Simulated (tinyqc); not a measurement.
Scattering rates of a carrier in a spherical band by Fermi's golden rule. From momentum relaxation time tau_m back to optical or intervalley deformation potential D_o. Computed by tinyqc, a small Python program. Command: `OMP_NUM_THREADS=1 python tinyqc.py 3028761 3028762 out.jsonl scatter inv`. One thread of a shared host (Intel(R) Xeon(R) Processor @ 2.30GHz), about 0.01 s of CPU time with the checks.

All processes here are isotropic or elastic, and the rate listed is the momentum relaxation rate.

Inputs (values chosen for the exercise, for a model non-polar semiconductor): density-of-states mass of one valley m = 0.27 m_0; non-parabolicity alpha = 0.36 1/eV; static permittivity eps_s = 10; density rho = 3980 kg/m^3; sound velocity v_l = 10800 m/s; acoustic deformation potential D_A = 7.9 eV; phonon energy hbar w = 64.1 meV; final valleys Z_f = 2; ionised impurity density N_I = 2.7e+15 1/cm^3; temperature T = 350 K; carrier energy E = 160 meV; neutral impurity density N_n = 1.5e+15 1/cm^3.

Crystal: non-polar. Band: Kane. Impurity formula: Brooks-Herring. Further scattering: neutral impurities.

Constants: k_B = 1.380649e-23 J/K; e = 1.602176634e-19 C; hbar = 1.054571817e-34 J s; m_0 = 9.1093837015e-31 kg; hbar = 6.582119569e-16 eV s; k_B = 8.617333262e-05 eV/K; eps_0 = 8.8541878128e-12 F/m.

Method:
- Kane band: hbar^2 k^2/(2 m) = E (1 + alpha E), speed v = hbar k/(m (1 + 2 alpha E)), states per spin, volume and energy g(E) = m k (1 + 2 alpha E)/(2 pi^2 hbar^2); overlap factors are set to 1. Masses are multiplied by m_0 and all formulas are in SI units.
- Phonon occupation N_q = 1/(exp(hbar w/(k_B T)) - 1).
- Acoustic deformation potential (elastic, equipartition, absorption and emission together): 1/tau = 2 pi k_B T D_A^2 g(E)/(hbar rho v_l^2).
- Optical or intervalley deformation potential: 1/tau = (pi Z_f D_o^2/(rho w)) [N_q g(E + hbar w) + (N_q + 1) g(E - hbar w)], with g = 0 below the band edge.
- Singly charged impurities, momentum relaxation: 1/tau = N_I e^4 m (1 + 2 alpha E) Phi/(8 pi (eps_s eps_0)^2 hbar^3 k^3), with alpha = 0 for a parabolic band.
- Brooks-Herring: Phi = ln(1 + b) - b/(1 + b), b = 4 k^2 L_s^2.
- Debye screening by free carriers of density N_I: L_s = sqrt(eps_s eps_0 k_B T/(e^2 N_I)).
- Neutral impurities (Erginsoy): 1/tau = 20 N_n a_B hbar/m, a_B = 4 pi eps_s eps_0 hbar^2/(m e^2).
- Rates add: 1/tau_m is the sum, and the mean free path is v tau_m.

Question. A run gave the result below. Find the optical or intervalley deformation potential D_o, known to lie between 5.4 and 8.5 1e8 eV/cm.

momentum relaxation time tau_m = 254.8638 fs

Answer.

Each step takes the trial c = (a f_b - b f_a)/(f_b - f_a), f being the result less the target and a, b, c the logarithms of the listed values; c replaces end b, the old b replaces a if the sign of f changed, and otherwise f_a is halved.

Scan of the range:
```
optical or intervalley deformation potential D_o (1e8 eV/cm)  momentum relaxation time tau_m (fs)
5.40                                                                                      326.376
5.82                                                                                      300.037
6.28                                                                                      273.927
6.77                                                                                      249.030
7.31                                                                                      224.742
7.88                                                                                      202.277
8.50                                                                                      181.049
```

False position (Illinois rule, in the logarithm of the input) inside the bracket:
```
step    end a    end b    trial  momentum relaxation time tau_m (fs)
1     6.28000  6.77000  6.65186                              254.772
2     6.28000  6.65186  6.64821                              254.952
3     6.65186  6.64821  6.65000                              254.864
4     6.64821  6.65000  6.65000                              254.864
```

Momentum relaxation time tau_m falls at every point of a 13-point scan of the range (every second point is shown), so one value fits; it is bracketed by 6.28 and 6.77. Answer: optical or intervalley deformation potential D_o = 6.650 1e8 eV/cm.

Caution: Erginsoy's formula holds for k a_B below about 0.5 and for dopants that stay neutral, which means low temperature; elsewhere it is only a rough constant rate.
